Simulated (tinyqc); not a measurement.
MOS inversion layer, Poisson-Schroedinger loop: one step of the calculation.

Electrons confined at an insulator interface at z = 0, treated as a hard wall; parabolic valleys, Hartree approximation, no image or exchange terms. The depletion charge lies far deeper than the electrons and gives a uniform field q Nd/(eps0 eps_r); the gate balances all charge. Energies are counted from the band edge at the interface.

Task. Levels and probability densities. Tridiagonal Hamiltonian with psi = 0 one step beyond both ends: H_ii = C (1/m_(i-1/2) + 1/m_(i+1/2))/hz^2 + V0_i + U_i, H_(i,i+1) = -C/(m_(i+1/2) hz^2), C = hbar^2/(2 m0). The lowest 2 level(s) are kept, normalised to hz sum |psi|^2 = 1. The mass is the same on all intervals.

Values chosen for this exercise:

| symbol | value | unit | meaning |
|---|---|---|---|
| mz1 | 0.255 | m0 | mass along z of valley set A (6 valley(s)) |
| hz | 0.79 | nm | mesh step |

Constants: q = 1.602176634e-19 C, hbar = 1.054571817e-34 J s, m0 = 9.1093837015e-31 kg, hbar^2/(2 m0) = 0.0380998212 eV nm^2. Results are converted to the units shown.

```
node  fixed potential V0 (eV)  U after round 1 (eV)
1                  0.01093890           0.011809038
2                  0.02187780           0.023107801
3                  0.03281670           0.032888866
4                  0.04375559           0.040491500
5                  0.05469449           0.045908605
6                  0.06563339           0.049555060
7                  0.07657229           0.051927875
8                  0.08751119           0.053427968
9                  0.09845009           0.054338955
10                 0.10938898           0.054861369
11                 0.12032788           0.055140261
12                 0.13126678           0.055277621
13                 0.14220568           0.055339696
14                 0.15314458           0.055365294
15                 0.16408348           0.055374814
16                 0.17502237           0.055377911
17                 0.18596127           0.055378721
18                 0.19690017           0.055378849
```

Find: levels; |psi|^2 of A1; |psi|^2 of A2.

Result.

levels (eV): A1 0.10855, A2 0.17092

```
node  |psi|^2 of A1 (1/nm)  |psi|^2 of A2 (1/nm)
1                  0.08884               0.06557
2                  0.23943               0.12507
3                  0.30321               0.07033
4                  0.26363               0.00362
5                  0.17989               0.02775
6                  0.10288               0.11865
7                  0.05119               0.19549
8                  0.02269               0.21296
9                  0.00910               0.17896
10                 0.00334               0.12430
11                 0.00113               0.07412
12                 0.00035               0.03886
13                 0.00010               0.01819
14                 0.00003               0.00768
15                 0.00001               0.00293
16                 0.00000               0.00100
17                 0.00000               0.00029
18                 0.00000               0.00005
```

Numbers from tinyqc (`OMP_NUM_THREADS=1 python tinyqc.py 2160010 2160011 out.jsonl`; about 0.2 s on one thread of a shared Intel Xeon 2.30GHz).
